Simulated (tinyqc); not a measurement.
Printed widths: electron-beam lithography: double-Gaussian proximity function, edge placement and dose correction for parallel lines. Computed by tinyqc, a small Python program. Command: `OMP_NUM_THREADS=1 python tinyqc.py 3110409 3110410 out.jsonl proximity walk`. One thread of a shared host (Intel(R) Xeon(R) Processor @ 2.30GHz), about 0.01 s of CPU time with the checks.

Lines are infinitely long. Absorbed energy is counted so that the middle of a very large area written at dose 1 receives 1; the resist develops where it exceeds 1/2.

Inputs (values chosen for the exercise, of the order of those for 10 keV electrons in resist on silicon): forward range alpha = 0.019 micrometre; backscatter range beta = 1.3 micrometre; backscatter ratio eta = 0.64.

line widths (micrometre): 0.28  0.036  0.081  0.041

gaps between the lines (micrometre): 0.083  0.15  0.13

Method:
- The first line starts at x = 0; each next one starts after the width and the gap.
- f(r) = [exp(-r^2/alpha^2)/alpha^2 + eta exp(-r^2/beta^2)/beta^2]/(pi (1 + eta)). A line from a to b at dose d gives E(x) = d [S(alpha) + eta S(beta)]/(1 + eta), S(s) = [erf((b - x)/s) - erf((a - x)/s)]/2.
- M_ij is the mean of E at the two edges of line i from line j at dose 1.
- Uncorrected edge energies are M 1. Solve M d = 1/2 for the doses d that put the mean edge energy of every line at the threshold.
- Edges are the roots of E(x) = 1/2 between a line centre and the middle of the next gap. Three cases: dose 1 everywhere; one common dose equal to the mean of d; the corrected doses.

Lines (micrometre):
```
line  left edge  right edge  centre
1         0.000       0.280  0.1400
2         0.363       0.399  0.3810
3         0.549       0.630  0.5895
4         0.760       0.801  0.7805
```

corrected doses: 1 1.33299, 2 1.33651, 3 1.34003, 4 1.36640

Width error, printed less drawn (nm):
```
line  drawn width (nm)   dose 1  mean dose  corrected
1                  280  -14.484    0.31506   1.26e-04
2                   36  -15.740    0.22993   5.00e-06
3                   81  -14.703    0.13255   1.18e-04
4                   41  -15.950   -0.53710   1.34e-04
```

What does the comparison show, and why?

With the common mean dose the errors span 0.9 nm. With corrected doses the largest error is below 0.01 nm.

Extremes, crossings and ranges named in words are read from the listed rows.
